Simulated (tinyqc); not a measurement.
Current of a Schottky diode by thermionic-emission-diffusion theory, and its read-back from I-V-T and C-V data: one step, computed by the program tinyqc.

Full ionisation, no tunnelling, no recombination current. V is the voltage across the junction itself, forward positive.

Task: Read-back from the I-V curve. N_c(T) = N_c (T/300 K)^(3/2); V_bi = phi_0 - (k_B T/e) ln(N_c(T)/N); surface field F = sqrt(2 e N (V_bi - V - k_B T/e)/(eps eps_0)); image lowering d_phi = sqrt(e F/(4 pi eps eps_0)); effective barrier phi = phi_0 - d_phi - sigma^2 (1 - rho V)/(2 k_B T). Collection velocity v_R = A* T^2/(e N_c(T)); diffusion velocity v_D = mu F; J = e N_c(T) v_R/(1 + v_R/v_D) exp(-phi/k_B T) [exp(e V/k_B T) - 1]. Ideality n = (e/k_B T)/(d ln J/dV) by a central difference of +/- 1 mV; J_0 = J exp(-e V/(n k_B T)); apparent barrier phi_IV = k_B T ln(A* T^2/J_0); a C-V plot gives phi_CV = phi_0, the mean without lowering.

Inputs (values chosen for the exercise, modelled on n-type silicon):
```
quantity,value,unit
Richardson constant A*,113,A/(cm^2 K^2)
"effective density of states at 300 K, N_c",2.7e+19,1/cm^3
permittivity eps,11.7,-
mobility mu,1400,cm^2/(V s)
barrier without image force phi_0 (mean),0.741,eV
doping N,8.3e+15,1/cm^3
junction voltage V,0.22,V
temperature T,350,K
standard deviation sigma,30,meV
"relative change of sigma^2 with bias, rho",0.8,1/V
```

Barrier: Gaussian spread of heights.

Constants: k_B = 8.617333262e-05 eV/K; e = 1.602176634e-19 C; eps_0 = 8.8541878128e-12 F/m.

Give: ideality factor n; extrapolated J_0; apparent barrier phi_IV; phi_CV - phi_IV.

Result:

ideality factor n = 1.0349

extrapolated J_0 = 9.4614e-04 A/cm^2

apparent barrier phi_IV = 0.70595 eV

phi_CV - phi_IV = 35.048 meV
